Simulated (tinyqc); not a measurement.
Hot electrons in a saturated n-channel MOSFET, lucky-electron model: one step of the calculation.

Beyond pinch-off the lateral field grows as Esat cosh(y/l) over the velocity-saturated region (pseudo-two-dimensional model). Impact ionisation in this region gives the substrate current, which biases the body forward through Rsub. Currents are per width. Local-field laws: they overstate ionisation when the field peak is narrower than an energy relaxation length.

Task. Body bias from the substrate current. Cox = 3.9 eps0/tox. Overdrive g = Vg - VT + kb Vb; Vdsat = g Esat L/(g + Esat L); Id = Cox vs (g - Vdsat); dV = Vd - Id Rd - Vdsat; Em = sqrt((dV/l)^2 + Esat^2); Isub = Id (Ai/Bi) l Em exp(-Bi/Em). Vb(new) = Rsub Isub.

Parameters, values chosen for the exercise; values close to those of silicon n-channel devices: channel length L = 0.5 um; oxide thickness tox = 11 nm; threshold VT = 0.66 V; saturation velocity vs = 7.7e6 cm/s; ionisation prefactor Ai = 2e6 1/cm; ionisation field Bi = 1.74 MV/cm; resistance of the lightly doped drain Rd = 0 ohm um; substrate resistance Rsub = 29000 ohm um; fall of VT per volt of forward body bias kb = 0.29; drain voltage Vd = 2.9 V; gate voltage Vg = 1.2 V.

Constants: eps0 = 8.8541878128e-14 F/cm where lengths are in cm. Results are converted to the units shown.

Vb at the start = 0 V
l = 81.240384 nm
Esat = 0.057037037 MV/cm

Wanted: Vdsat; Id; dV; Em; Isub; Vb after iteration 1.

Result.

Vdsat = 0.4540 V
Id = 20.78 uA/um
dV = 2.446 V
Em = 0.3064 MV/cm
Isub = 0.2033 uA/um
Vb after iteration 1 = 0.005897 V

Program tinyqc, `OMP_NUM_THREADS=1 python tinyqc.py 2550032 2550033 out.jsonl`; Intel Xeon 2.30GHz, shared host, one thread, about 0.01 s.
